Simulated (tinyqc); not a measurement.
Worked calculation: Hueckel theory of the pi electrons with the omega technique, for the molecule OC=C1C=CC=C1 (SMILES; centres numbered as the heavy atoms are written). Computed by tinyqc, a small Python program that keeps every step. Settings: charge = 0, omega = 0.6, damping = 0.5. Command: `OMP_NUM_THREADS=1 python tinyqc.py 28115 28116 out.jsonl` (the two numbers bound the seeds that draw the settings). One thread of a shared host (Intel(R) Xeon(R) Processor @ 2.60GHz), about 0.01 s of CPU time with the checks.

## The Hueckel matrix

Centres:
```
centre  z_r, pi electrons of the neutral centre         h
1O                                            2  2.160000
2C                                            1  0.000000
3C                                            1  0.000000
4C                                            1  0.000000
5C                                            1  0.000000
6C                                            1  0.000000
7C                                            1  0.000000
```

Bonds:
```
i  j         k
1  2  0.680000
2  3         1
3  4         1
4  5         1
5  6         1
6  7         1
7  3         1
```

H_rr = alpha + h_r beta, H_rs = k_rs beta for bonded centres.

Hueckel matrix in units of beta (H = alpha + beta A), lower triangle:
```
          1O        2C        3C        4C        5C        6C        7C
1O  2.160000
2C  0.680000  0.000000
3C  0.000000  1.000000  0.000000
4C  0.000000  0.000000  1.000000  0.000000
5C  0.000000  0.000000  0.000000  1.000000  0.000000
6C  0.000000  0.000000  0.000000  0.000000  1.000000  0.000000
7C  0.000000  0.000000  1.000000  0.000000  0.000000  1.000000  0.000000
```

## Orbitals, round 1

pi electrons, sum of z_r less the charge = 8

Diagonalise; E = alpha + x beta with beta < 0, so the largest x are filled first; degenerate levels share their electrons. P = sum n_i c_ri c_si; each orbital has its largest coefficient positive (the first on a tie).

x values: 2.438041  2.037002  0.920705  0.618034  -0.359587  -1.618034  -1.876161

occupations: 2.000000  2.000000  2.000000  2.000000  0.000000  0.000000  0.000000

coefficients:
```
         MO1        MO2        MO3        MO4        MO5        MO6        MO7
1O  0.855701  -0.414536  -0.225873   0.000000  -0.202296   0.000000   0.063187
2C  0.349882   0.074981   0.411652   0.000000   0.749562   0.000000  -0.375046
3C  0.271150   0.434621   0.532604   0.000000  -0.131972   0.000000   0.660680
4C  0.155596   0.405171   0.039359   0.601501  -0.351053  -0.371748  -0.432248
5C  0.108200   0.390714  -0.496366   0.371748   0.258206   0.601501   0.150287
6C  0.108200   0.390714  -0.496366  -0.371748   0.258206  -0.601501   0.150287
7C  0.155596   0.405171   0.039359  -0.601501  -0.351053   0.371748  -0.432248
```

charge and bond-order matrix P, lower triangle:
```
           1O         2C         3C         4C         5C        6C        7C
1O   1.910168
2C   0.350662   0.594995
3C  -0.136887   0.693413   1.092170
4C  -0.087409   0.202046   0.478498   1.103453
5C   0.085476  -0.274353  -0.130431   0.758424   1.097881
6C   0.085476  -0.274353  -0.130431  -0.136004   0.545094  1.097881
7C  -0.087409   0.202046   0.478498  -0.343760  -0.136004  0.758424  1.103453
```

## Omega technique, round 1

h_r = h_r(0) + omega q_r, omega = 0.6, with q_r = z_r - P_rr; 0.5 of the old diagonal is kept.

matrix after round 1, lower triangle:
```
          1O        2C         3C         4C         5C         6C         7C
1O  2.186950
2C  0.680000  0.121502
3C  0.000000  1.000000  -0.027651
4C  0.000000  0.000000   1.000000  -0.031036
5C  0.000000  0.000000   0.000000   1.000000  -0.029364
6C  0.000000  0.000000   0.000000   0.000000   1.000000  -0.029364
7C  0.000000  0.000000   1.000000   0.000000   0.000000   1.000000  -0.031036
```

## Orbitals, round 2

As before.

x values: 2.469452  2.017579  0.922241  0.587460  -0.303472  -1.647861  -1.885400

occupations: 2.000000  2.000000  2.000000  2.000000  0.000000  0.000000  0.000000

coefficients:
```
         MO1        MO2        MO3        MO4        MO5        MO6        MO7
1O  0.865503  -0.388165  -0.237125   0.000000  -0.201474   0.000000   0.058420
2C  0.359569   0.096682   0.441021   0.000000   0.737876   0.000000  -0.349862
3C  0.255708   0.447270   0.514388   0.000000  -0.176575   0.000000   0.662412
4C  0.139480   0.409043   0.023796   0.601377  -0.344586  -0.371949  -0.440367
5C  0.093060   0.390703  -0.491704   0.371949   0.270453   0.601377   0.154188
6C  0.093060   0.390703  -0.491704  -0.371949   0.270453  -0.601377   0.154188
7C  0.139480   0.409043   0.023796  -0.601377  -0.344586   0.371949  -0.440367
```

charge and bond-order matrix P, lower triangle:
```
           1O         2C         3C         4C         5C        6C        7C
1O   1.911991
2C   0.338203   0.666273
3C  -0.148547   0.724086   1.060062
4C  -0.087398   0.200389   0.461718   1.097982
5C   0.090963  -0.291232  -0.108762   0.769551   1.082855
6C   0.090963  -0.291232  -0.108762  -0.125176   0.529470  1.082855
7C  -0.087398   0.200389   0.461718  -0.348633  -0.125176  0.769551  1.097982
```

## Omega technique, round 2

As before.

matrix after round 2, lower triangle:
```
          1O        2C         3C         4C         5C         6C         7C
1O  2.199878
2C  0.680000  0.160869
3C  0.000000  1.000000  -0.031844
4C  0.000000  0.000000   1.000000  -0.044913
5C  0.000000  0.000000   0.000000   1.000000  -0.039539
6C  0.000000  0.000000   0.000000   0.000000   1.000000  -0.039539
7C  0.000000  0.000000   1.000000   0.000000   0.000000   1.000000  -0.044913
```

## Convergence

Each round sets h_r = h_r(0) + omega (z_r - P_rr), keeping the share named as damping of the old diagonal; repeat until output and input diagonals agree to 1e-6.

Rounds:
```
round    sum n x  largest |h(out) - h(in)|
1      12.027564                  2.43e-01
2      11.993464                  7.87e-02
3      11.988047                  2.49e-02
4      11.988180                  7.99e-03
5      11.989002                  2.80e-03
6      11.989623                  1.34e-03
7      11.989992                  6.43e-04
8      11.990192                  3.08e-04
9      11.990296                  1.48e-04
10     11.990348                  7.09e-05
11     11.990374                  3.40e-05
12     11.990387                  1.63e-05
13     11.990394                  7.80e-06
14     11.990397                  3.74e-06
15     11.990398                  1.79e-06
16     11.990399                  8.57e-07
```

Converged in 16 rounds.

## Energy, charges, bond orders

final x values: 2.494427  2.008422  0.927078  0.565273  -0.279474  -1.666522  -1.889203

occupations: 2.000000  2.000000  2.000000  2.000000  0.000000  0.000000  0.000000

final P, lower triangle:
```
           1O         2C         3C         4C         5C        6C        7C
1O   1.913945
2C   0.330103   0.701146
3C  -0.153830   0.738696   1.047410
4C  -0.086190   0.197565   0.452617   1.092367
5C   0.092777  -0.298314  -0.096674   0.776038   1.076383
6C   0.092777  -0.298314  -0.096674  -0.120101   0.520155  1.076383
7C  -0.086190   0.197565   0.452617  -0.351406  -0.120101  0.776038  1.092367
```

E = sum n x; q_r = z_r - P_rr; bond order p = P_rs; free valence = sqrt(3) - sum of p over the bonds of the atom.

pi energy = 8 alpha + this times beta = 11.990399

pi charges: 1O 0.086055, 2C 0.298854, 3C -0.047410, 4C -0.092367, 5C -0.076383, 6C -0.076383, 7C -0.092367

Bond orders and lengths from R = 1.517 - 0.180 p (angstrom, C-C alone):
```
bond         p         R
1-2   0.330103         -
2-3   0.738696  1.384035
3-4   0.452617  1.435529
4-5   0.776038  1.377313
5-6   0.520155  1.423372
6-7   0.776038  1.377313
7-3   0.452617  1.435529
```

free valence of the carbons: 2C 0.663252, 3C 0.088120, 4C 0.503395, 5C 0.435857, 6C 0.435857, 7C 0.503395

gap between the highest filled and the next level = 0.844747 |beta|
